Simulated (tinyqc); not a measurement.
Millisecond and nanosecond annealing: surface heating, thermal budget and solid-phase regrowth: one step, computed by the program tinyqc.

A square pulse heats the surface of a thick wafer with constant thermal properties; losses by radiation are neglected and silicon melts at 1414 C.

Task: Peak temperature. Absorbed flux q = (1 - R) fluence/t_p; kappa = k/c. With f(z, t) = (2 q/k) sqrt(kappa t) ierfc(z/(2 sqrt(kappa t))), ierfc(x) = exp(-x^2)/sqrt(pi) - x erfc(x): T = T0 + f(z, t) during the pulse and T0 + f(z, t) - f(z, t - t_p) after it. At the surface the rise at the end of the pulse is 2 q sqrt(t_p/(pi k c)); the fluence that just melts the surface scales with (1414 - T0).

Inputs (values chosen for the exercise, modelled on hot silicon with boron): incident fluence = 83.4 J/cm^2; pulse length t_p = 0.02 s; reflectance R = 0.57; thermal conductivity k = 0.28 W/(cm K); heat capacity per volume c = 2.22 J/(cm^3 K); preheat temperature T0 = 700 C; wafer thickness d = 775 um.

Source: flash lamp.

Give: absorbed flux q; kappa; thermal length sqrt(kappa t_p); peak temperature; fluence at the melting threshold.

Result:

absorbed flux q = 1793.1 W/cm^2

kappa = 0.12613 cm^2/s

thermal length sqrt(kappa t_p) = 502.25 um

peak temperature = 1062.9 C

fluence at the melting threshold = 164.08 J/cm^2

Caution: heat reaches the back of the wafer, which is no longer thick.
